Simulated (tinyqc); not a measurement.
Strained alloy layer of InAs and AlAs on (001) InP, model-solid band line-up: one step of the calculation.

The layer is x parts of the first compound and 1 - x of the second, grown coherently on the third as substrate and barrier. Rows of the table: lattice constant a, average valence level Ea on an absolute scale, spin-orbit splitting so, gaps at Gamma, X and L, hydrostatic deformation potentials av and ac (Gamma), shear potential b, elastic constants, electron and heavy-hole (along z) masses. All are interpolated linearly in x; gaps get -C x (1 - x), taken wholly in the conduction band; real line-ups can differ from this model by 0.1 eV or more.

Task. Critical thickness. In-plane strain e = (a_substrate - a)/a. Matthews-Blakeslee for 60-degree dislocations in a single layer: hc = k (ln(hc/bv) + 1), k = bv (1 - nu/4)/(4 pi |e| (1 + nu)), nu = c12/(c11 + c12), bv = a/sqrt(2); the larger root.

Values chosen for this exercise:
```
symbol  value  unit                                      meaning
x        0.42        fraction of the first compound in the layer
CG        0.7    eV                      bowing of the Gamma gap
CX          0    eV                          bowing of the X gap
CL          0    eV                          bowing of the L gap
Lw          9    nm                              layer thickness
```

Binary compounds, values chosen for the exercise:

|  | close to InAs | close to AlAs | close to InP |
|---|---|---|---|
| a (angstrom) | 6.058 | 5.661 | 5.869 |
| Ea (eV) | -6.67 | -7.49 | -7.04 |
| so (eV) | 0.38 | 0.281 | 0.109 |
| EG (eV) | 0.351 | 2.98 | 1.33 |
| EX (eV) | 1.38 | 2.19 | 2.21 |
| EL (eV) | 1.07 | 2.34 | 1.92 |
| av (eV) | 0.993 | 2.45 | 1.27 |
| ac (eV) | -5.12 | -5.65 | -5.02 |
| b (eV) | -1.82 | -1.48 | -1.7 |
| c11 (GPa) | 83.1 | 123 | 101 |
| c12 (GPa) | 44.8 | 54 | 56.6 |
| me (m0) | 0.0229 | 0.151 | 0.0792 |
| mh (m0) | 0.334 | 0.475 | 0.527 |

Find: nu; bv; hc.

Result.

nu = 0.3206
bv = 0.4121 nm
hc = 14.77 nm

The layer, Lw = 9 nm, is thinner than hc, so it stays coherent by this criterion.

Program tinyqc, `OMP_NUM_THREADS=1 python tinyqc.py 2690146 2690147 out.jsonl`; Intel Xeon 2.30GHz, shared host, one thread, about 0.01 s.
